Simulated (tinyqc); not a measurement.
Worked calculation: Debye-Callaway model of lattice thermal conductivity. Computed by tinyqc, a small Python program that keeps every step. Command: `OMP_NUM_THREADS=1 python tinyqc.py 3025672 3025673 out.jsonl callaway walk`. One thread of a shared host (Intel(R) Xeon(R) Processor @ 2.30GHz), about 0.01 s of CPU time with the checks. Intermediate numbers are printed to about 5 digits and carried at full precision; extremes and crossings named in words are read from the listed rows.

Three acoustic branches with one velocity v, cut at omega_D = k_B Theta/hbar; x = hbar omega/(k_B T). v and Theta are separate inputs: Theta cuts off the heat-carrying modes, so C need not reach 3 k_B/V. gamma is an effective value that sets the umklapp rate. Heat flows along the wire.

Inputs (values chosen for the exercise, modelled on aluminium nitride):
```
quantity                              value        unit
sound velocity v                       7220         m/s
Debye temperature Theta                 972           K
volume per atom V                      10.4  angstrom^3
mean atomic mass M                     20.5           u
effective Grueneisen parameter gamma   2.83           -
umklapp exponent divisor b                2           -
alloy fraction f                      0.053           -
mass difference Delta M                  12           u
wire diameter D                       0.024  micrometre
specularity p                           0.4           -
normal-process factor f_N                 1           -
temperature T                           600           K
probe frequency omega/omega_D          0.69           -
```

Sample: wire. Point defects: alloy. Normal processes: included.

Constants: k_B = 1.380649e-23 J/K; hbar = 1.054571817e-34 J s; u = 1.6605390666e-27 kg.

## Mass-fluctuation parameter

For a random alloy on all sites Gamma = f (1 - f) (Delta M/M)^2, with M the mean mass; strain-field scattering is left out. A = V Gamma/(4 pi v^3).

Gamma = 0.017198

Rayleigh coefficient A = 3.7817e-44 s^3

## Scattering rates at one frequency

Rates: point defects A omega^4; umklapp B omega^2 T exp(-Theta/(b T)) with B = hbar gamma^2/(M v^2 Theta); normal processes f_N B omega^2 T (T/Theta)^2. Boundaries: v/Lambda_B with Lambda_B = D (1 + p)/(1 - p). The resistive time is tau_R = 1/(boundary + point-defect + umklapp rates), and the free path is v tau_R.

omega = 8.7806e+13 rad/s

Rates:
```
process        rate (1/s)  rate x tau_R
boundaries     1.2893e+11      0.038093
point defects  2.2479e+12       0.66418
umklapp        1.0077e+12       0.29773
normal         8.6312e+11       0.25502
```

tau_R = 2.9546e-13 s

free path = 2.1332 nm

The strongest resistive process at this frequency: point defects, 66 % of the resistive rate.

## The integrand on a coarse grid

x runs in ten equal steps to min(Theta/T, 12); g = x^4 e^x/(e^x - 1)^2; tau_C is the inverse of all rates summed; the last column is c tau_C g with c = (k_B/(2 pi^2 v)) (k_B T/hbar)^3.

Integrand:
```
x           g   tau_C (s)  c tau_C g (W/(m K))
0.162  0.0262  5.9097e-12                7.267
0.324  0.1041  3.3116e-12               16.181
0.486  0.2316  1.7765e-12               19.320
0.648  0.4055  9.8862e-13               18.825
0.810  0.6214  5.7767e-13               16.855
0.972  0.8738  3.5351e-13               14.504
1.134  1.1566  2.2546e-13               12.244
1.296  1.4630  1.4912e-13               10.245
1.458  1.7861  1.0185e-13                8.542
1.620  2.1186  7.1554e-14                7.118
```

Among these rows the integrand is largest at x = 0.49.

## Thermal conductivity

kappa_1 = c int tau_C g dx, g = x^4 e^x/(e^x - 1)^2, c = (k_B/(2 pi^2 v)) (k_B T/hbar)^3, over 0 < x < min(Theta/T, 40), by 96 Gauss-Legendre points in s with x = x_max s^2; 1/tau_C = 1/tau_R + 1/tau_N; kappa_2 = c [int (tau_C/tau_N) g dx]^2 / int (tau_C/(tau_N tau_R)) g dx; kappa = kappa_1 + kappa_2. Heat capacity C = 3 c int g dx / v^2; grey free path 3 kappa/(C v); the median free path v tau_C halves kappa_1 when the quadrature points are ordered by free path (each counted at half its weight, interpolated in the logarithm); likewise at 10 % and 90 %.

kappa_1 = 20.679 W/(m K)

kappa_2 = 2.4041 W/(m K)

kappa = 23.083 W/(m K)

heat capacity C = 3.3707e+06 J/(m^3 K)

grey free path = 2.8455 nm

median free path = 5.0583 nm

free path at 10 % of kappa_1 = 0.90376 nm

free path at 90 % of kappa_1 = 26.014 nm

The median free path is 1.8 times the grey one. The middle 80 % of kappa_1 spans a factor 29 in free path. The Callaway term kappa_2 is 10 % of the total.

## Leaving out one process at a time

The formulas are those given above.

Conductivity at T:
```
case                   kappa (W/(m K))  ratio to all
all processes                   23.083             1
without point defects           52.635        2.2802
without boundaries              33.538        1.4529
without umklapp                 32.914        1.4259
```

Removing point defects raises kappa most, by a factor 2.28; removing umklapp gives only 1.43.

## Conductivity against temperature

The boundary limit is C v^2/(3 x boundary rate), with C = 3 c int g dx / v^2.

Kappa (W/(m K)):
```
T (K)  all processes  without point defects  boundary limit
9.7         0.039926               0.039973        0.039973
19           0.29567                0.30041         0.30041
34            1.5396                 1.7214          1.7214
58            5.5889                 8.5431          8.5438
97            13.983                 38.524          38.907
170           25.737                 120.71          150.50
290           31.257                 124.17          312.11
490           26.580                 69.523          427.30
780           18.318                 36.198          478.18
1300          10.666                 17.381          501.99
```

kappa peaks among these rows at 290 K (T/Theta = 0.298) with 31.3 W/(m K). The exponent d ln kappa/d ln T is 2.98 at the cold end, the T^3 law of boundary scattering, and -1.06 at the hot end. The normal rate is taken to grow as T^3 at all T, which overstates it above Theta. Point defects cost most at 170 K, a factor 4.69.

Checks made by the program: heat capacity against the Debye function (relative difference below 1e-10).
